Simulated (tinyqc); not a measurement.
Raising U: Hubbard ring of 6 sites, mean field against exact. Computed by the program tinyqc. Collinear unrestricted mean field (the lowest of 40 random starts) against exact diagonalisation.

one-body matrix (hopping and site energies) (eV):
```
,1,2,3,4,5,6
1,0.0000,-1.1700,0.0000,0.0000,0.0000,-1.1700
2,-1.1700,0.0000,-1.1700,0.0000,0.0000,0.0000
3,0.0000,-1.1700,0.0000,-1.1700,0.0000,0.0000
4,0.0000,0.0000,-1.1700,0.0000,-1.1700,0.0000
5,0.0000,0.0000,0.0000,-1.1700,0.0000,-1.1700
6,-1.1700,0.0000,0.0000,0.0000,-1.1700,0.0000
```

electrons, up and down: 3  3

Exact and mean-field results (eV):
```
U,U/t,E exact,E mean field,mean |n_up - n_down|,"double occupancy, exact",first gap in the sector
0.580,0.496,-8.51899,-8.49000,0.000,0.233,2.143
1.170,1.000,-7.72336,-7.60500,0.000,0.216,1.938
2.340,2.000,-6.32906,-5.85000,0.000,0.181,1.536
3.510,3.000,-5.18702,-4.27200,0.554,0.145,1.180
4.680,4.000,-4.29239,-3.31850,0.758,0.111,0.901
7.020,6.000,-3.09877,-2.27870,0.891,0.064,0.568
9.360,8.000,-2.39631,-1.72845,0.938,0.039,0.408
14.040,12.000,-1.63783,-1.16199,0.972,0.019,0.265
23.400,20.000,-0.99743,-0.70025,0.990,0.007,0.159
```

What does the comparison show, and why?

In absolute terms mean field is worst at U/t = 4.0, 0.974 eV too high: at small U it is nearly exact, and at large U it misses only exchange-scale energies. Its local moments set in at U/t = 3.0 of those listed, a broken symmetry that the exact state of a finite cluster with equal spins does not have. Relative to the exact energy its error is 0.3 % at the smallest U, 30 % at most and 30 % at the largest. The double occupancy falls from 0.233 to 0.007; at the largest U the first gap is 0.68 times the exchange scale 4t^2/U.
